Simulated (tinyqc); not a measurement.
From results back to parameters: two-band tight binding of a puckered layer. Four cases, with inputs chosen for the exercise.

Problem. In the two-band model of a puckered layer with hoppings t1 to t5, along y the masses are c/(gy + ey) for electrons and c/(gy - ey) for holes, with gy = -ay^2 (t1 + t3)/4, ey = -t4 ay^2/2, c = hbar^2/2m0; the gap is 2 (t2 + 2 t1 + 2 t3 + t5). The values below come from hidden hoppings.

Constants: hbar^2/2m0 = 3.80998211 eV angstrom^2.

Find: t1 + t3, t4, t2 + t5.

Method. The mean of c/m gives gy and half the difference ey; the gap then gives t2 + t5.

Case 1.

Values chosen (out of a larger set: near a published set for monolayer black phosphorus; not measured data): ay = 3.34 angstrom (period along y (zigzag)).

masses along y (m0): electron 0.823959, hole 1.129028

gap = 1.5080 eV

Solution.

t1 + t3, t4, t2 + t5 (eV): -1.434  -0.112  3.622

Case 2.

Values chosen (out of a larger set: near a published set for monolayer black phosphorus; not measured data): ay = 3.33 angstrom (period along y (zigzag)).

masses along y (m0): electron 0.856287, hole 1.125586

gap = 1.6600 eV

Solution.

t1 + t3, t4, t2 + t5 (eV): -1.413  -0.096  3.656

Case 3.

Values chosen (out of a larger set: near a published set for monolayer black phosphorus; not measured data): ay = 3.31 angstrom (period along y (zigzag)).

masses along y (m0): electron 0.853374, hole 1.127228

gap = 1.4460 eV

Solution.

t1 + t3, t4, t2 + t5 (eV): -1.432  -0.099  3.587

Case 4.

Values chosen (out of a larger set: near a published set for monolayer black phosphorus; not measured data): ay = 3.34 angstrom (period along y (zigzag)).

masses along y (m0): electron 0.815110, hole 1.101713

gap = 1.4100 eV

Solution.

t1 + t3, t4, t2 + t5 (eV): -1.458  -0.109  3.621

Computed by tinyqc, one run a case: `OMP_NUM_THREADS=1 python tinyqc.py N N+1 out.jsonl` with N = 1450580, 1450633, 1450661, 1450670; one thread of a shared Intel(R) Xeon(R) Processor @ 2.30GHz, about 0.01 s a run at most.
